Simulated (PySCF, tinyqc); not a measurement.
Worked calculation: RHF in the sto-3g basis, for H6, spin multiplicity 1. The lowest restricted solution is unstable here: a spin-polarised one lies 0.0690 hartree lower (PySCF). One step of it, computed by the program tinyqc.

Task: Iteration 4: diagonalisation and new density. Diagonalise F' = X^T F X, C = X C', fill 3 alpha and 3 beta electrons from the bottom; D = 2 C_occ C_occ^T. Each column has its largest component positive (the first on a tie).

extrapolated F (hartree), lower triangle:
```
           1H 1s      2H 1s      3H 1s      4H 1s      5H 1s      6H 1s
1H 1s  -0.161757
2H 1s  -0.346498  -0.180057
3H 1s  -0.033321  -0.153325  -0.180306
4H 1s   0.010346  -0.032707  -0.344349  -0.180306
5H 1s   0.000956  -0.000276  -0.032707  -0.153325  -0.180057
6H 1s  -0.002411   0.000956   0.010346  -0.033321  -0.346498  -0.161757
```

X, lower triangle:
```
           1H 1s      2H 1s      3H 1s      4H 1s      5H 1s     6H 1s
1H 1s   1.040574
2H 1s  -0.170824   1.057306
3H 1s   0.017476  -0.110824   1.057973
4H 1s  -0.003073   0.017836  -0.174093   1.057973
5H 1s   0.000352  -0.001929   0.017836  -0.110824   1.057306
6H 1s  -0.000066   0.000352  -0.003073   0.017476  -0.170824  1.040574
```

Give: F' = X^T F X; orbital energies; coefficients C; D after iteration 4.

Result:

F' = X^T F X (hartree), lower triangle:
```
         1        2        3        4        5        6
1  -0.0576
2  -0.3313  -0.0484
3   0.0219  -0.1437  -0.0484
4   0.0076   0.0225  -0.3322  -0.0484
5   0.0006  -0.0017   0.0225  -0.1437  -0.0484
6  -0.0026   0.0006   0.0076   0.0219  -0.3313  -0.0576
```

orbital energies (hartree): MO1 -0.4553, MO2 -0.4000, MO3 -0.3283, MO4 0.1640, MO5 0.2927, MO6 0.4182

coefficients C:
```
          MO1      MO2      MO3      MO4      MO5      MO6
1H 1s  0.2395   0.4169  -0.3887  -0.4892  -0.5895   0.3784
2H 1s  0.3130   0.4384  -0.2943   0.3344   0.6254  -0.5290
3H 1s  0.4247   0.0839   0.4374   0.5343  -0.1528   0.6892
4H 1s  0.4247  -0.0839   0.4374  -0.5343  -0.1528  -0.6892
5H 1s  0.3130  -0.4384  -0.2943  -0.3344   0.6254   0.5290
6H 1s  0.2395  -0.4169  -0.3887   0.4892  -0.5895  -0.3784
```

D after iteration 4, lower triangle:
```
         1H 1s    2H 1s    3H 1s    4H 1s   5H 1s   6H 1s
1H 1s   0.7645
2H 1s   0.7443   0.7536
3H 1s  -0.0667   0.0819   0.7575
4H 1s  -0.2065  -0.0651   0.7293   0.7575
5H 1s   0.0132  -0.0152  -0.0651   0.0819  0.7536
6H 1s   0.0693   0.0132  -0.2065  -0.0667  0.7443  0.7645
```
